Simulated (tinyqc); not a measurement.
Inside a calculation. Model: square-lattice Ising model by mean field, Bethe lattice, transfer matrix, exact enumeration and Monte Carlo steps. Computed by tinyqc, a small Python program that keeps every step. Command: `OMP_NUM_THREADS=1 python tinyqc.py 3024128 3024129 out.jsonl ising walk`. One thread of a shared host (Intel(R) Xeon(R) Processor @ 2.30GHz), about 0.05 s of CPU time with the checks. Intermediate numbers are printed to about 6 digits and carried at full precision; extremes and crossings named in words are read from the listed rows.

H = -J sum over nearest pairs s_i s_j, s = +-1, no field, periodic boundaries; energies per site are in J. As a lattice gas or an alloy, s marks which species holds the site.

Inputs (values chosen for the exercise, for a model lattice):
```
quantity                                                                 value  unit
coupling J                                                                14.3   meV
temperature T                                                              390     K
strip width w                                                                3     -
factor on the grid 1.5, 1.85, 2.1, 2.45, 2.65, 3.1, 3.6, 4.4 of k_B T/J   1.02     -
```

Enumerated cell: 3 x 5. Monte Carlo rule: Wolff cluster.

Constants: k_B = 8.617333262e-05 eV/K.

## Reduced coupling

K = J/(k_B T). Onsager: k_B T_c/J = 2/ln(1 + sqrt 2); mean field: 4; Bethe lattice with z = 4: 2/ln 2.

K = 0.425499

critical temperatures (K): exact 376.559, Bethe 478.815, mean field 663.778

T lies above the exact T_c but below the Bethe value.

## Three theories of the infinite lattice

K = J/(k_B T). Mean field: m = tanh(4 K m), u = -2 m^2. Bethe: cavity field h = 3 artanh(tanh K tanh h), m = tanh(4h/3), u = -2 (tanh K + tanh^2 h)/(1 + tanh K tanh^2 h). Exact: m = [1 - sinh(2K)^(-4)]^(1/8) below T_c; u = -coth(2K) [1 + (2/pi)(2 tanh^2(2K) - 1) K1(k)], k = 2 sinh(2K)/cosh^2(2K), K1 the complete elliptic integral of the first kind. The largest root is taken.

m, mean field = 0.914981

u, mean field = -1.67438

cavity field h = 0.865148

m, Bethe = 0.818920

u, Bethe = -1.48814

m, exact = 0

u, exact = -1.26514

Against the exact energy mean field misses by -0.409 J and Bethe by -0.223 J.

## Transfer matrix

Strip of w sites, periodic across (for w = 2 the pair is joined by two bonds): T(s, s') = exp(K [sum_i s_i s'_i + (r(s) + r(s'))/2]), r(s) = sum_i s_i s_(i+1).

T, lower triangle (symmetric):
```
         +++     ++-     +-+     +--     -++     -+-     --+      ---
+++  12.8455
++-   2.3420  2.3420
+-+   2.3420  0.4270  2.3420
+--   1.0000  1.0000  1.0000  2.3420
-++   2.3420  0.4270  0.4270  0.1823  2.3420
-+-   1.0000  1.0000  0.1823  0.4270  1.0000  2.3420
--+   1.0000  0.1823  1.0000  0.4270  1.0000  0.4270  2.3420
---   1.0000  1.0000  1.0000  2.3420  1.0000  2.3420  2.3420  12.8455
```

## Free energy and correlation length of the strip

With the eigenvalues l1 > l2: -f/(k_B T) = ln(l1)/w per site; xi = 1/ln(l1/l2) rows.

three largest eigenvalues: 16.7834  12.3232  2.7327

-f/(k_B T) = 0.940129

correlation length xi = 3.23726

xi/w = 1.079; for wide strips at T_c this ratio tends to 4/pi = 1.273, and T lies above T_c, where xi tends to a constant.

## Exact averages on the small cell

States of the 3 x 5 cell:
```
E (J)  |M|  count
-30     15      2
-22     13     30
-18      3     10
-18      9     10
-18     11     60
-14      1     60
-14      5     60
-14      7     90
-14      9    150
-14     11    150
-10      1    180
-10      3    330
-10      5    276
-10      7    390
-10      9    450
-6       1   1020
-6       3   1030
-6       5   1260
-6       7   1140
-6       9    300
-2       1   3150
-2       3   2850
-2       5   2220
-2       7    870
2        1   4170
2        3   3480
2        5   1590
2        7    240
6        1   2940
6        3   1590
6        5    540
10       1   1020
10       3    660
10       5     60
14       1    330
14       3     60
```

Weights count x exp(-K E); N = 15; u = <E>/N, c = K^2 (<E^2> - <E>^2)/N in k_B, Binder U = 1 - <M^4>/(3 <M^2>^2).

ln Z / N = 0.953042

u, cell = -1.48544

heat capacity c, cell = 0.771176

<|m|>, cell = 0.793142

Binder cumulant U = 0.590753

The cell energy lies -0.220 J from the infinite lattice: periodic images add correlation. <|m|> stays finite although the infinite lattice has m = 0.

## The methods across T_c

The grid values of k_B T/J times the given factor are rounded to 3 figures before use.

Order and energy:
```
k_B T/J    T (K)  m mean field   m Bethe   m exact  <|m|> cell   u Bethe   u exact    u cell    U cell
1.53     253.895      0.988691  0.985176  0.984672    0.980935  -1.94579  -1.94493  -1.94010  0.662108
1.89     313.635      0.967201  0.948292  0.940469    0.928131  -1.82611  -1.81504  -1.80159  0.645810
2.14     355.121      0.942741  0.894960  0.843354    0.861975  -1.67452  -1.62095  -1.64314  0.621182
2.50     414.862      0.890643  0.735735  0.000000    0.741798  -1.31468  -1.10608  -1.37036  0.564435
2.70     448.050      0.851453  0.552487  0.000000    0.675900  -1.01923  -0.96353  -1.22440  0.525292
3.16     524.385      0.724543  0.000000  0.000000    0.552719  -0.61260  -0.75840  -0.95250  0.431704
3.67     609.017      0.480840  0.000000  0.000000    0.463570  -0.53186  -0.62076  -0.75135  0.343163
4.49     745.091      0.000000  0.000000  0.000000    0.383348  -0.43821  -0.48503  -0.55986  0.247793
```

At k_B T/J = 1.53 all values of m agree within 0.008. At 2.5 the exact m is 0 while Bethe gives 0.74, mean field 0.89 and the cell 0.74: neglect of fluctuations raises T_c, and a finite cell rounds the transition. U falls from 0.662 (2/3 when ordered) to 0.248 (0 for a large disordered system).

## One Wolff cluster

start configuration, 5 x 5, rows and columns numbered from 1:
```
    1   2   3  4   5
1   1   1   1  1  -1
2   1  -1   1  1  -1
3   1   1  -1  1   1
4   1   1   1  1   1
5  -1   1   1  1  -1
```

seed site (row, column): 4  2

random numbers, used in order: 0.065  0.369  0.074  0.599  0.696  0.879  0.606  0.293  0.190  0.470  0.865  0.336  0.692  0.484  0.809  0.257  0.912  0.618  0.901  0.315  0.631  0.699  0.428  0.851  0.481  0.702  0.825  0.772  0.071  0.239  0.978  0.646  0.987  0.400  0.460  0.590  0.360  0.969  0.304  0.114  0.163  0.650  0.325  0.889  0.776  0.581  0.949  0.940  0.601  0.227  0.936  0.653

p = 1 - exp(-2K). Take sites from a first-in first-out queue; test the neighbours up, down, left, right that have the same spin and are not yet in the cluster, one random number each; add if u < p; flip the cluster at the end.

bond probability p = 0.573011

Tests:
```
test   from     to      u  added
1     (4,2)  (3,2)  0.065    yes
2     (4,2)  (5,2)  0.369    yes
3     (4,2)  (4,1)  0.074    yes
4     (4,2)  (4,3)  0.599     no
5     (3,2)  (3,1)  0.696     no
6     (5,2)  (1,2)  0.879     no
7     (5,2)  (5,3)  0.606     no
8     (4,1)  (3,1)  0.293    yes
9     (4,1)  (4,5)  0.190    yes
10    (3,1)  (2,1)  0.470    yes
11    (3,1)  (3,5)  0.865     no
12    (4,5)  (3,5)  0.336    yes
13    (4,5)  (4,4)  0.692     no
14    (2,1)  (1,1)  0.484    yes
15    (3,5)  (3,4)  0.809     no
16    (1,1)  (1,2)  0.257    yes
17    (1,2)  (1,3)  0.912     no
```

cluster size = 10

configuration after the flip:
```
    1   2   3  4   5
1  -1  -1   1  1  -1
2  -1  -1   1  1  -1
3  -1  -1  -1  1  -1
4  -1  -1   1  1  -1
5  -1  -1   1  1  -1
```

The cluster holds 10 of the 19 sites with the spin of the seed; p is below the critical 2 - sqrt 2 = 0.586.

Checks made by the program: ln Z of the cell against the trace of a power of the transfer matrix (relative difference below 1e-10).
